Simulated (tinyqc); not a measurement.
# Stillinger-Weber potential for a tetrahedral semiconductor, step by step

A worked calculation. Computed by tinyqc, a small Python program that keeps every step. Command: `OMP_NUM_THREADS=1 python tinyqc.py 3012663 3012664 out.jsonl swsi walk`. One thread of a shared host (Intel(R) Xeon(R) Processor @ 2.30GHz), about 0.04 s of CPU time with the checks. Intermediate numbers are printed to about 5 digits and carried at full precision; extremes and crossings named in words are read from the listed rows.

With x = r/sigma: pair term eps A (B x^-4 - 1) exp(1/(x - a)); for each pair of neighbours j, k of atom i, three-body term eps lambda exp(gamma/(x_ij - a) + gamma/(x_ik - a)) (cos theta_jik + 1/3)^2; both vanish beyond x = a. A = 7.049556277, B = 0.6022245584, a = 1.8.

Inputs (values chosen for the exercise, modelled on silicon):
```
quantity                    value      unit
energy scale eps            2.117        eV
length scale sigma          2.085  angstrom
three-body strength lambda   23.3         -
gamma                         1.3         -
bond 1 of the trimer         2.25  angstrom
bond 2 of the trimer         2.46  angstrom
angle of the trimer theta    79.5   degrees
```

displacement of one atom (angstrom): 0.088  -0.015  0.028

Constants: 1 eV/angstrom^3 = 160.2176634 GPa.

## A trimer

Atom 1 binds atoms 2 and 3 at the angle theta; the third side follows from the cosine rule. Sum the three pair terms and the three-body terms centred on each atom.

distance 2-3 = 3.0161 angstrom

pair terms (eV): 1-2 -2.0722, 1-3 -2.0508, 2-3 -0.7601

three-body term at atom 1 = 0.26549 eV

three-body terms at atoms 2 and 3 = 0.33508 eV

energy of the trimer = -4.2826 eV

The cut-off is 3.753 angstrom, so atoms 2 and 3 interact directly.

## The diamond lattice

All angles are tetrahedral, so only the pair term acts; its minimum lies at x = 2^(1/6) with depth eps, and second neighbours lie beyond the cut-off. a0 = 4 d/sqrt3; E = -2 eps per atom.

bond length d = 2.3403 angstrom

lattice constant a0 = 5.4048 angstrom

energy per atom = -4.234 eV

## Elastic constants and internal strain

Second derivatives of the energy per atom, volume a0^3/8: e_xx gives C11, e_xx = -e_yy gives 2 (C11 - C12), e_xy = e_yx = h/2 gives the unrelaxed C44(0). Under that shear the second sublattice shifts by u_z; minimising over u_z gives C44 = C44(0) - E_hu^2/(E_uu V) and Kleinman's zeta = |E_hu/E_uu|/(a0/4). The optical force constant is k = 4 E_uu, with M omega^2 = k at the zone centre.

C11 = 141.38 GPa

C12 = 80.015 GPa

unrelaxed C44(0) = 107.29 GPa

C44 = 48.263 GPa

internal strain zeta = 0.67975

optical force constant k = 34.474 eV/angstrom^2

Internal relaxation lowers C44 by 55 %. zeta = 1 would keep all bond lengths equal under shear and 0 would move atoms with the lattice; the value here is 0.68. Caution: the original fit to silicon is too soft in shear (C44) and too stiff for the optical mode.

## One atom displaced in the eight-atom cell

Cubic cell of side a0 with periodic images; atoms 1 to 4 at (0,0,0), (0,1/2,1/2), (1/2,0,1/2), (1/2,1/2,0), atoms 5 to 8 shifted by (1/4,1/4,1/4). Atom 5 is moved by u. Forces are minus the gradient of the total energy.

bond lengths from atom 5 to atoms 1 to 4 (angstrom): 2.3998  2.3851  2.2654  2.3161

rise of the pair energy = 0.060397 eV

three-body energy = 0.014022 eV

forces (eV/angstrom):
```
              x        y        z
atom 5  -1.4863   0.3204  -0.5077
atom 1   0.3957   0.2481   0.3153
atom 2   0.3298  -0.2341  -0.1665
atom 3   0.5448  -0.4525   0.4667
atom 4   0.2569   0.1086  -0.0938
```

Bond bending carries 19 % of the energy rise. The four neighbours take up a total force of 1.647 against 1.603 eV/angstrom on atom 5; the difference acts on atoms 6 to 8.

## Diamond against structures with more neighbours

Each structure is relaxed in its neighbour distance d (lowest minimum for d between sigma and 1.7 sigma), with all neighbours inside the cut-off, second shells too where they fall inside.

Energies per atom (eV):
```
structure     first neighbours  d (angstrom)     pair  three-body    total  volume (angstrom^3)
diamond                      4        2.3403  -4.2340      0.0000  -4.2340               19.735
simple cubic                 6        2.5655  -5.7032      1.3694  -4.3338               16.885
bcc                          8        2.7360  -7.3075      2.4755  -4.8320               15.766
fcc                         12        2.8573  -7.2411      2.4761  -4.7650               16.494
```

The order is bcc < fcc < simple cubic < diamond, the lowest two 0.067 eV apart. Against diamond the pair energy changes by -1.47 (simple cubic), -3.07 (bcc), -3.01 (fcc) eV, while angles away from 109.47 degrees cost 1.37, 2.48, 2.48 eV; the bonds stretch to 2.86 angstrom in fcc to weaken that penalty. With lambda = 23.3 and gamma = 1.3 (21 and 1.2 in the original fit to silicon) the three-body term, which a larger gamma damps, does not keep diamond lowest, unlike the element itself.

Checks made by the program: lattice sum at a0 (relative difference below 1e-10); B from the pair term alone, phi''(d)/(3 a0), against (C11 + 2 C12)/3 (relative difference 6e-07).
